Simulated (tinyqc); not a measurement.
Comparisons within one model: defect, radiative and Auger recombination at equal electron and hole densities (ABC model). A value that a table varies takes the place of the one given here.

J/(e d) = Ae n + B n^2 + C n^3 with Ae = A + 4 S/w (four side walls, carriers spread evenly), e = 1.602176634e-19 C, lengths in cm; internal efficiency IQE = B n^2/(Ae n + B n^2 + C n^3); all injected carriers recombine in the layer.

Values chosen for the exercise (orders of magnitude like those quoted for GaN; not measured data): A = 7700000 1/s (defect rate); B = 2.3e-12 cm^3/s (radiative coefficient); C = 1.1e-31 cm^6/s (Auger coefficient); S = 0 cm/s (recombination velocity of the side walls); w = 160 micrometre (side of the square mesa); d = 3.3 nm (active thickness); S2 = 2500 cm/s (recombination velocity of the side walls in this comparison); J = 4.8 A/cm^2 (current density).

## Efficiency against current

The slope is d ln(B n^2)/d ln J = 2 (Ae + B n + C n^2)/(Ae + 2 B n + 3 C n^2).

Results:

| J (A/cm^2) | n (1/cm^3) | IQE | slope | differential lifetime (ns) |
|---|---|---|---|---|
| 0.020 | 4.84e+16 | 0.0143 | 1.972 | 126 |
| 0.060 | 1.41e+17 | 0.0405 | 1.921 | 120 |
| 0.20 | 4.34e+17 | 0.114 | 1.787 | 102 |
| 0.90 | 1.50e+18 | 0.302 | 1.487 | 65.3 |
| 4.0 | 4.03e+18 | 0.494 | 1.187 | 31.6 |
| 20 | 9.54e+18 | 0.553 | 0.972 | 12.3 |
| 60 | 1.58e+19 | 0.508 | 0.878 | 6.13 |
| 2.0e+02 | 2.63e+19 | 0.420 | 0.809 | 2.81 |
| 9.0e+02 | 4.72e+19 | 0.301 | 0.753 | 1.04 |
| 4.0e+03 | 8.16e+19 | 0.202 | 0.719 | 0.388 |

What does this show?

IQE peaks at 0.555 for J = 15.3 A/cm^2, where the slope passes 1. It is 0.0143 at the lowest current and 0.202 at the highest, a droop of 64 %. The slope runs from 1.97 to 0.72; its limits are 2 (defects alone), 1 (radiation alone) and 2/3 (Auger alone).

## Shrinking the mesa

S = S2; w takes the values listed.

Results:

| w (micrometre) | Ae (1/s) | IQE_max | J at the peak (A/cm^2) | IQE at J |
|---|---|---|---|---|
| 200 | 8.20e+06 | 0.548 | 16.6 | 0.496 |
| 100 | 8.70e+06 | 0.540 | 17.8 | 0.482 |
| 50 | 9.70e+06 | 0.527 | 20.4 | 0.455 |
| 20 | 1.27e+07 | 0.493 | 28.5 | 0.384 |
| 10 | 1.77e+07 | 0.452 | 43.3 | 0.291 |
| 5 | 2.77e+07 | 0.397 | 77.1 | 0.175 |
| 2 | 5.77e+07 | 0.313 | 204 | 0.0555 |
| 1 | 1.08e+08 | 0.250 | 475 | 0.0174 |

What does this show?

The walls equal the bulk defect rate at w = 4 S/A = 13 micrometre. From 200 to 1 micrometre the peak efficiency falls from 0.548 to 0.25 and moves to a current 28.7 times higher; at the fixed J the efficiency goes from 0.496 to 0.0174. For large w diffusion to the walls, left out here, would limit the loss.

## Spreading the carriers over a thicker layer

d is multiplied by the factor listed, at the same J.

Results:

| factor | n (1/cm^3) | defect | radiative | Auger |
|---|---|---|---|---|
| 0.10 | 1.43e+19 | 0.122 | 0.521 | 0.357 |
| 0.20 | 1.04e+19 | 0.177 | 0.550 | 0.274 |
| 0.50 | 6.58e+18 | 0.279 | 0.548 | 0.173 |
| 1.0 | 4.49e+18 | 0.381 | 0.510 | 0.109 |
| 2.0 | 2.94e+18 | 0.499 | 0.439 | 0.0618 |
| 5.0 | 1.57e+18 | 0.665 | 0.312 | 0.0234 |
| 10 | 9.17e+17 | 0.778 | 0.213 | 0.00934 |
| 20 | 5.10e+17 | 0.865 | 0.132 | 0.00321 |

How do the results move?

The best factor listed is 0.2 (IQE 0.5496); the optimum factor equals J/J_peak = 0.313, a layer of 1.03 nm, since only J/d matters and the peak value 0.555 does not depend on d. A thicker layer trades Auger loss (0.357 to 0.00321) for defect loss (0.122 to 0.865).

## What moves the efficiency

IQE_max = Q/(Q + 2) with Q = B/sqrt(Ae C), reached at n = sqrt(Ae/C). Each row changes one parameter from the base and keeps the others.

Results:

| case | n (1/cm^3) | IQE | IQE_max | J at the peak (A/cm^2) |
|---|---|---|---|---|
| base | 4.487e+18 | 0.5100 | 0.5555 | 15.3 |
| A = 15400000 1/s | 3.611e+18 | 0.3304 | 0.4691 | 36.3 |
| B = 3.45e-12 cm^3/s | 3.944e+18 | 0.5911 | 0.6521 | 19.6 |
| C = 2.2e-31 cm^6/s | 4.241e+18 | 0.4556 | 0.4691 | 9.07 |
| d = 6.6 nm | 2.943e+18 | 0.4389 | 0.5555 | 30.6 |
| J = 14.4 A/cm^2 | 8.109e+18 | 0.5553 | 0.5555 | 15.3 |

What can be read from the table?

The largest shifts from the base row, up to three for each result and ties (the steps differ in size, so this ranks the rows, not the parameters). n (1/cm^3): J +3.62e+18, d -1.54e+18, A -8.76e+17. IQE: A -0.180, B +0.0811, d -0.0711. IQE_max: B +0.0966, A -0.0864, C -0.0864; unchanged at the printed digits by d and J. J at the peak (A/cm^2): A +21.0, d +15.3, C -6.25; unchanged at the printed digits by J.

Program tinyqc; command `OMP_NUM_THREADS=1 python tinyqc.py 1681099 1681100 out.jsonl`; about 0.01 s on one thread of a shared Intel(R) Xeon(R) Processor @ 2.30GHz.
